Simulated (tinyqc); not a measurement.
Leakage through a gate insulator: direct, Fowler-Nordheim, trap-assisted and Poole-Frenkel currents: one step, computed by the program tinyqc.

Electrons enter from the cathode Fermi level at x = 0; the conduction band of the insulator lies phi_b - e F x above it, F = V/t. WKB exponents use a parabolic band with mass m.

Problem. One trap at several depths. For a level a distance phi(x) below the band, the WKB exponent is 2 int kappa dx with kappa = sqrt(m phi/(hbar^2/2m_0)); for a linear barrier from phi_1 down to phi_2 = max(phi_1 - e F d, 0) it is G = (4/3) sqrt(m/(hbar^2/2m_0)) (phi_1^(3/2) - phi_2^(3/2))/(e F). A trap at depth x lies phi_t below the band. Capture: tunnel at the cathode Fermi level from 0 to x (G_in from phi_1 = phi_b), rate nu_0 exp(-G_in - E_c/k_B T) with E_c = E_a + max(phi_b - phi_t - e F x, 0), the last term being the height of the trap above the cathode Fermi level. Emission: tunnel from the trap level to the anode (G_out from phi_1 = phi_t over t - x), rate nu_0 exp(-G_out - E_a/k_B T). Re-emission to the cathode follows from detailed balance, rate_back = rate_in exp(dE/k_B T) with dE = phi_b - phi_t - e F x. Each trap passes R = rate_in rate_out/(rate_in + rate_back + rate_out) electrons per second; filling from the anode is left out. Depths: t times 0.08, 0.2, 0.32, 0.44, 0.56, 0.68, 0.8 and 0.92, rounded to 0.01 nm.

Inputs (values chosen for the exercise, with an insulator like SiO2):

| quantity | value | unit |
|---|---|---|
| thickness t | 3.1 | nm |
| barrier phi_b | 3.21 | eV |
| tunnelling mass m | 0.38 | m_0 |
| voltage across the insulator V | 2.2 | V |
| trap depth phi_t | 1.7 | eV |
| attempt rate nu_0 | 1e+13 | 1/s |
| activation of capture E_a | 0.25 | eV |
| temperature T | 400 | K |

Constants: k_B = 8.617333262e-05 eV/K; hbar^2/(2 m_0) = 3.80998212 eV angstrom^2.

Give: Rates.

Solution.

Rates:

| x (nm) | G_in | G_out | E_c (eV) | rate in (1/s) | rate back (1/s) | rate out (1/s) | R (1/s) |
|---|---|---|---|---|---|---|---|
| 0.25 | 2.790 | 13.152 | 1.5826 | 7.0603e-09 | 4.3511e+08 | 1.3754e+04 | 2.2317e-13 |
| 0.62 | 6.770 | 13.152 | 1.3200 | 2.6826e-07 | 8.1275e+06 | 1.3754e+04 | 4.5320e-10 |
| 0.99 | 10.566 | 12.611 | 1.0574 | 1.2257e-05 | 1.8257e+05 | 2.3626e+04 | 1.4044e-06 |
| 1.36 | 14.168 | 11.269 | 0.7948 | 6.7989e-04 | 4.9786e+03 | 9.0355e+04 | 6.4439e-04 |
| 1.74 | 17.654 | 9.414 | 0.5252 | 5.2039e-02 | 1.5248e+02 | 5.7765e+05 | 5.2026e-02 |
| 2.11 | 20.826 | 7.241 | 0.2626 | 4.4340e+00 | 6.3871e+00 | 5.0738e+06 | 4.4340e+00 |
| 2.48 | 23.764 | 4.760 | 0.2500 | 3.3836e-01 | 2.3961e-04 | 6.0676e+07 | 3.3836e-01 |
| 2.85 | 26.447 | 2.004 | 0.2500 | 2.3138e-02 | 8.0557e-09 | 9.5443e+08 | 2.3138e-02 |

The most effective of these traps sits at 2.11 nm, 68 % of the way; where rate back exceeds rate out, re-emission drains the trap, and elsewhere the slower forward step limits R; here capture limits, and the best depth is where the trap level drops to the cathode Fermi level.
